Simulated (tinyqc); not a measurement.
# From one set of inputs to another, one input at a time

Model: concentration-dependent dopant diffusion with charged defects and the built-in field. Computed by tinyqc, a small Python program. Command: `OMP_NUM_THREADS=1 python tinyqc.py 3000578 3000579 out.jsonl extrinsic ladder`. One thread of a shared host (Intel(R) Xeon(R) Processor @ 2.30GHz), about 0.8 s of CPU time with the checks.

A constant source C_s feeds a half space. The dopant moves through neutral point defects and through charged ones, whose number grows with the majority carrier density n.

The inputs printed are set A. Inputs not listed in the table keep their values of set A, so the rows need not describe a real material.

Inputs (values chosen for the exercise, modelled on phosphorus in silicon):

| quantity | value | unit |
|---|---|---|
| neutral prefactor D0x | 3.48 | cm^2/s |
| neutral activation energy E0 | 3.68 | eV |
| singly charged prefactor D01 | 3.8 | cm^2/s |
| activation energy E1 | 4 | eV |
| doubly charged prefactor D02 | 43.1 | cm^2/s |
| activation energy E2 | 4.36 | eV |
| surface concentration C_s | 1.3e+20 | 1/cm^3 |
| junction level C_B | 2.5e+15 | 1/cm^3 |
| temperature T | 850 | C |
| time t | 350 | s |

Field enhancement: on.

Constants: k_B = 8.617333262e-05 eV/K.

Method:
- n_i = 3.87e16 T^1.5 exp(-7014/T) per cm^3 (T in kelvin, an empirical form); each D = prefactor x exp(-E/(k_B T)); the intrinsic diffusivity D_i is their sum.
- Temperatures in kelvin are T(C) + 273.15.
- n = C/2 + sqrt(C^2/4 + n_i^2); D(C) = h [Dx + D1 (n/n_i) + D2 (n/n_i)^2], h = 1 + C/sqrt(C^2 + 4 n_i^2).
- With y = x/sqrt(D_s t), u = C/C_s and q = -(D/D_s) du/dy: du/dy = -q D_s/D, dq/dy = -(y/2) q D_s/D, u(0) = 1. The surface flux q(0) is shot so that u tends to 0 (LSODA, an adaptive multistep solver, relative tolerance 1e-10). Dose Q = 2 q(0) C_s sqrt(D_s t).
- The junction lies where C = C_B.

Each row keeps all changes above it:

| input moved | from | to | junction depth x_j (nm) | enhancement D_s/D_i | junction in units of sqrt(D_s t) |
|---|---|---|---|---|---|
| set A | - | - | 21.002 | 49.732 | 1.5022 |
| singly charged prefactor D01 (cm^2/s) and activation energy E1 (eV) | 3.8, 4 | 4.18, 4.01 | 20.994 | 49.719 | 1.5020 |
| surface concentration C_s (1/cm^3) | 1.3e+20 | 2.3e+19 | 12.445 | 3.899 | 3.1794 |
| neutral prefactor D0x (cm^2/s) and neutral activation energy E0 (eV) | 3.48, 3.68 | 3.85, 3.66 | 14.275 | 3.407 | 3.3667 |
| junction level C_B (1/cm^3) | 2.5e+15 | 5.5e+16 | 11.907 | 3.407 | 2.8084 |
| time t (s) | 350 | 1000 | 20.127 | 3.407 | 2.8084 |
| temperature T (C) | 850 | 950 | 90.072 | 2.670 | 3.0022 |

Junction depth x_j goes from 21.0 to 90.1, a factor 4.29 in all. The largest single move comes from temperature T (a factor 4.48), and surface concentration C_s works against it (a factor 0.593). Enhancement D_s/D_i goes from 49.7 to 2.67, a factor 0.0537 in all. The largest single move comes from surface concentration C_s (a factor 0.0784). Junction in units of sqrt(D_s t) goes from 1.50 to 3.00, a factor 2.00 in all. The largest single move comes from surface concentration C_s (a factor 2.12), and junction level C_B works against it (a factor 0.834). The single moves hold for this order of the switches; the total does not depend on the order.

Caution (rows set A, singly charged prefactor D01): at such concentrations dopants can cluster or exceed their solubility; the active fraction and the diffusivity then fall below the model. Caution (rows set A, singly charged prefactor D01): heavily doped phosphorus shows a kink and a deep tail, which this model leaves out.

Extremes, crossings and ranges named in words are read from the listed rows.
